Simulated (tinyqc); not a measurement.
Inside a calculation: type-II superlattice in the two-band Kane model. Values are carried at full precision from step to step, so a last printed digit may differ when a step is redone from the rounded ones.

Motion along the axis, period d = a + b, c = hbar^2/2m0. Conduction and light-hole bands couple: (E - Ec)(E - Ev) = Ep c k^2 in each layer, with mass m(E) = (E - Ev)/Ep, which may be negative. The conduction envelope psi and psi'/m(E) are continuous; a layer carries them by [[cos kt, (m/k) sin kt], [-(k/m) sin kt, cos kt]] (cosh and sinh for k^2 < 0), and cos(q d) = tr(M_B M_A)/2. C1 is the first miniband above EvB, with its bottom at tr/2 = +1 and its top at -1; the gap is the bottom of C1 less the top heavy-hole level HH1.

Constants: hbar^2/2m0 = 3.80998211 eV angstrom^2; hc = 1239.841984 eV nm.

Values chosen for the exercise (near those of an InAs/GaSb superlattice; not measured data):
```
symbol  value   unit      meaning
a       53      angstrom  layer A
b       37      angstrom  layer B
EcA     0       eV        conduction edge of A
EvA     -0.422  eV        valence edge of A
EcB     0.937   eV        conduction edge of B
EvB     0.116   eV        valence edge of B
EpA     14.5    eV        coupling energy in A
EpB     18      eV        coupling energy in B
E       0.214   eV        trial energy
mhA     0.33    m0        heavy hole in A
mhB     0.27    m0        heavy hole in B
```

## Wave numbers and masses at one energy

Give k^2 and m(E) in both layers.

Layers:
```
layer  k^2 (1/angstrom^2)  m(E) (m0)
A               0.0024637    0.04386
B              -0.0010332    0.00544
```

In B the decay constant is 0.0321 1/angstrom; across the gap of B it peaks at mid-gap, at 0.0496, and vanishes at both edges.

## Transfer matrices

Form M_A, M_B and half the trace of their product.

M_A (angstrom units):
$$\begin{pmatrix}
-0.87229 & 0.43211 \\
-0.55335 & -0.87229
\end{pmatrix}$$

M_B (angstrom units):
$$\begin{pmatrix}
1.7946 & 0.25241 \\
8.7975 & 1.7946
\end{pmatrix}$$

tr/2 = 0.2655

E lies in a miniband.

## Edges and effective gap

Heavy holes are uncoupled: with e = EvB - E, p = sqrt(mhB e/c), w = sqrt(mhA (EvB - EvA - e)/c), the top level HH1 at q = 0 solves (p/mhB) tan(p b/2) = (w/mhA) tanh(w a/2).

C1 is the first miniband above EvB: bottom at tr/2 = +1, top at -1. The gap is its bottom less HH1; cut-off wavelength hc/gap.

bottom of C1 = 0.1973 eV
top of C1 = 0.2437 eV
HH1 = 0.0567 eV
gap = 0.1406 eV
cut-off = 8.82 micrometre

The bulk edges overlap by 116 meV; confinement lifts the electrons by 197 meV and lowers the holes by 59 meV, which opens the gap. It is 0.33 of the smaller bulk gap.

## Electron mass along the axis

m_z = -2 c f'/d^2 with f = tr/2 differentiated at the bottom of C1 (central difference of 1e-6 eV); compare the bulk edge mass (EcA - EvA)/EpA.

f' = -43.80 1/eV
m_z = 0.0412 m0
bulk edge mass of A = 0.0291 m0

## Checks

- Bottom of C1 from the two-band matrix on a staggered grid of 0.5 angstrom against the transfer matrix, eV: both 0.197.

Computed by tinyqc, a small Python program: `OMP_NUM_THREADS=1 python tinyqc.py 1281769 1281770 out.jsonl` (the numbers bound the seed that draws the inputs); one thread of a shared host (Intel(R) Xeon(R) Processor @ 2.30GHz), about 0.1 s for the whole set of steps.
